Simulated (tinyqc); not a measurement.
The mobility curve: inversion-layer mobility, back-scattering and ballistic limit of a field-effect transistor. Computed by tinyqc, a small Python program. Command: `OMP_NUM_THREADS=1 python tinyqc.py 3001346 3001347 out.jsonl mos walk`. One thread of a shared host (Intel(R) Xeon(R) Processor @ 2.30GHz), about 0.01 s of CPU time with the checks.

The charge at the top of the source barrier is fixed by the gate; series resistance and short-channel effects are left out. F_j are Fermi integrals normalised to exp(eta) in the classical limit.

Inputs (values chosen for the exercise, modelled on a silicon p-channel):
```
quantity,value,unit
weight w of the inversion charge,0.333,-
permittivity eps,11.7,-
"phonon mobility at 1 MV/cm and 300 K, mu_ph",100,cm^2/(V s)
"roughness mobility at 1 MV/cm, mu_sr",150,cm^2/(V s)
"Coulomb mobility at N_inv = 1e12/cm^2, mu_C",260,cm^2/(V s)
electrical oxide thickness t_inv,3.5,nm
depletion charge N_dep,4.7e+12,1/cm^2
temperature T,300,K
```

Statistics at the top of the barrier: non-degenerate.

Constants: eps_0 = 8.8541878128e-12 F/m; e = 1.602176634e-19 C.

Method. N_inv = 3.9 eps_0 (V_G - V_T)/(e t_inv); effective field E_eff = e (N_dep + w N_inv)/(eps eps_0). mu_phonon = mu_ph (E_eff/1 MV/cm)^(-0.3) (T/300 K)^(-1.75); mu_rough = mu_sr (E_eff/1 MV/cm)^(-2); mu_Coulomb = mu_C (N_inv/1e12 cm^-2) (T/300 K); Matthiessen's rule adds 1/mu.

Mobilities (cm^2/(V s)):
```
V_G - V_T (V),N_inv (1/cm^2),E_eff (MV/cm),phonon,roughness,Coulomb,total
0.03,1.8474e+11,0.7364,109.61,276.60,48.0,29.799
0.06,3.6948e+11,0.7459,109.19,269.59,96.1,42.960
0.12,7.3895e+11,0.7650,108.37,256.34,192.1,54.545
0.20,1.2316e+12,0.7903,107.31,240.15,320.2,60.221
0.35,2.1553e+12,0.8379,105.45,213.65,560.4,62.703
0.50,3.0790e+12,0.8855,103.72,191.31,800.5,62.043
0.75,4.6184e+12,0.9648,101.08,161.16,1200.8,59.064
1.00,6.1579e+12,1.0440,98.72,137.61,1601.1,55.489
1.50,9.2369e+12,1.2026,94.62,103.71,2401.6,48.479
```

What follows from these numbers?

The lowest part is Coulomb from 0.0300 to 0.0600, phonon from 0.120 to 1.50 V. The total peaks at 63 near E_eff = 0.84 MV/cm: screening lifts it at low density and the field presses it down at high density.

Extremes, crossings and ranges named in words are read from the listed rows.
